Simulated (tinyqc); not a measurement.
# Changing the photon energy

Model: X-ray photoelectron analysis of a thin oxide on a semiconductor: attenuation lengths, thickness, angle series and band offsets. Computed by tinyqc, a small Python program. Command: `OMP_NUM_THREADS=1 python tinyqc.py 3112431 3112432 out.jsonl xps sweep`. One thread of a shared host (Intel(R) Xeon(R) Processor @ 2.30GHz), about 0.01 s of CPU time with the checks.

The same element is seen in the oxide and in the substrate, at nearly the same kinetic energy; films are flat and uniform, and the work function is ignored.

Inputs (values chosen for the exercise, modelled on SiO2 on 4H-SiC):
```
quantity                                          value     unit
binding energy of the core level                  100.5       eV
oxide density                                      2.14   g/cm^3
oxide formula mass                                60.08    g/mol
valence electrons per oxide formula                  16        -
oxide gap                                          8.94       eV
substrate density                                  3.21   g/cm^3
substrate formula mass                             40.1    g/mol
valence electrons per substrate formula               8        -
substrate gap                                      3.26       eV
oxide thickness d                                   1.3       nm
emission angle from the normal                       60  degrees
attenuation length over inelastic mean free path   0.93        -
carbon overlayer                                   0.52       nm
```

Method:
- TPP-2M: lambda = E/(E_p^2 [b ln(c E) - C/E + D/E^2]) in angstrom, E_p = 28.8 sqrt(N_v rho/M), b = -0.10 + 0.944/sqrt(E_p^2 + E_g^2) + 0.069 rho^0.1, c = 0.191/sqrt(rho), U = N_v rho/M, C = 1.97 - 0.91 U, D = 53.4 - 20.8 U, with E = photon energy less binding energy in eV.
- Attenuation length L = factor x lambda.
- R_0 = (rho_o/M_o) L_o/((rho_s/M_s) L_s); peak ratio R = I_ox/I_sub = R_0 [exp(d/(L_o cos theta)) - 1]; hence d = L_o cos theta ln(1 + R/R_0). A carbon layer weakens both peaks alike, by exp(-d_C/(L_o cos theta)) if its L is taken equal to L_o. This R_0 leaves out intrinsic losses from the substrate peak, so calibrated values can be larger.

One run for each value:
```
photon energy (eV)  L in the oxide (nm)  ratio R      R_0  depth 3 L_o cos theta (nm)
300                              0.9481   8.6587  0.59616                      1.4221
400                              1.1980   4.6130  0.59443                      1.7970
533                              1.5249   2.6749  0.59418                      2.2873
711                              1.9465   1.6665  0.59457                      2.9197
949                              2.4868   1.0982  0.59526                      3.7301
1270                             3.1842   0.7526  0.59608                      4.7763
1690                             4.0583   0.5359  0.59694                      6.0874
2250                             5.1764   0.3901  0.59780                      7.7645
3000                             6.6146   0.2883  0.59864                      9.9219
```

Over the rows, L in the oxide (nm) rises from 0.948 to 6.61 (exponent d ln y / d ln x about 0.84 throughout); ratio R falls from 8.66 to 0.288 (exponent d ln y / d ln x -2.2 between the first rows and -1.1 between the last); R_0 goes from 0.596 through a minimum among these rows, 0.594 at 533, to 0.599.

Caution (all rows): beyond about 60 degrees elastic scattering and roughness make a single attenuation length unreliable.

Extremes, crossings and ranges named in words are read from the listed rows.
